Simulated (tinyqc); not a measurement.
Strain, valley repopulation and piezoresistance in a many-valley conduction band: one step, computed by the program tinyqc. Command: `OMP_NUM_THREADS=1 python tinyqc.py 3000798 3000799 out.jsonl valleys walk`. One thread of a shared host (Intel(R) Xeon(R) Processor @ 2.30GHz), about 0.03 s of CPU time with the checks.

Valleys are ellipsoids with mass m_l along the axis a and m_t across it, parabolic, with one constant relaxation time; strain shifts the valleys and leaves the masses alone. Currents are taken along [100], along the load, and along [010], across the load.

Task: Populations. Each of the 6 valleys holds n_v = N_v (2/sqrt(pi)) F_1/2((E_F - dE_v)/(k_B T)), N_v = 2 (m_d k_B T/(2 pi hbar^2))^(3/2), m_d = (m_l m_t^2)^(1/3); E_F solves sum n_v = n and is counted from the unstrained edge. F_j(eta) = int_0^infinity x^j/(1 + exp(x - eta)) dx, without a gamma-function factor. It is evaluated after integrating by parts. Integrals over x = E/(k_B T) use 160 Gauss-Legendre points in u = sqrt(x) from 0 to sqrt(max(eta, 0) + 32).

Inputs (values chosen for the exercise, for a model crystal):
```
quantity                 value    unit
longitudinal mass m_l    0.993     m_0
transverse mass m_t      0.216     m_0
electron density n     3.7e+16  1/cm^3
temperature T               77       K
```

Valley axes: <100> (6 valleys in 3 pairs). Load: uniaxial [100].

shifts dE (meV): x 10.12139, y -1.69040, z -1.69040

Constants: k_B = 8.617333262e-05 eV/K; m_0 = 9.1093837015e-31 kg; k_B = 1.380649e-23 J/K; hbar = 1.054571817e-34 J s.

Give: Fermi level E_F; share of the electrons (per pair).

Result:

Fermi level E_F = -30.93 meV

share of the electrons (per pair): x 0.0780, y 0.4610, z 0.4610
